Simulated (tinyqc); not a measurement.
Ways to reach one band: three-band (Emery) model of a CuO2 plane downfolded to one band.

Electron picture, d at 0 and the oxygen p orbitals at -D; sx = sin(kx a/2), sy = sin(ky a/2). H = [[0, 2 tpd sx, -2 tpd sy], [., -D, -4 tpp sx sy], [., ., -D]], real and symmetric. The top (antibonding) band crosses the Fermi level.

One-band form E = e0 - 2t (cos kx + cos ky) - 4t' cos kx cos ky - 2t'' (cos 2kx + cos 2ky) - 4t''' (cos 2kx cos ky + cos kx cos 2ky), k in 1/a. Each hopping is minus the mean of E cos(m kx) cos(n ky) over a 12 x 12 mesh, k = (j + 1/2) 2 pi/12.

Inputs chosen for the exercise (out of a larger set: of the size used for cuprate planes; not measured data): D = 1.8 eV (ed - ep); tpd = 1.36 eV (d-p hopping); tpp = 0.34 eV (p-p hopping).

e0, t, t', t'', t''' (eV): 2.07171  0.42895  0.01293  0.03980  0.00611

k in pi/a. Second order: 4 tpd^2 (sx^2 + sy^2)/D. Downfolded at a fixed energy: h(E0) = V (E0 - H_pp)^-1 V^T at E0 = the exact level at (1/2,1/2), then linearised, E = E0 + Z (h(E0) - E0), Z = 1/(1 + |(E0 - H_pp)^-1 V^T|^2). Fourier: all four hoppings.

Top band (eV):

| k | exact | second order | linearised | Fourier |
|---|---|---|---|---|
| (0,0) | 0.0000 | 0.0000 | 0.0000 | 0.0961 |
| (1/2,0) | 1.2235 | 2.0551 | 1.1626 | 1.2382 |
| (1,0) | 1.9650 | 4.1102 | 1.9597 | 1.9642 |
| (1,1/2) | 2.9224 | 6.1653 | 2.8514 | 2.9052 |
| (1,1) | 3.6329 | 8.2204 | 3.2997 | 3.6255 |
| (3/4,3/4) | 3.2486 | 7.0166 | 3.0823 | 3.2591 |
| (1/2,1/2) | 2.2170 | 4.1102 | 2.2170 | 2.2309 |
| (1/4,1/4) | 0.8752 | 1.2039 | 0.7811 | 0.8326 |

What does the comparison show, and why?

The band is 3.633 eV wide; second order gives 8.220, a factor 2.26, since 2 tpd/D = 1.51 is not small. It also leaves out tpp, which widens the exact band and so lowers this factor. Linearising about the Fermi region is exact at (1/2,1/2), off by 5.3 meV at (1,0) and 333 meV at worst, far from E0. The four Fourier hoppings err by at most 96 meV, at (0,0).

Run: tinyqc, `OMP_NUM_THREADS=1 python tinyqc.py 1451024 1451025 out.jsonl`; Intel(R) Xeon(R) Processor @ 2.30GHz, one thread, shared host; about 0.02 s of CPU time with all checks.
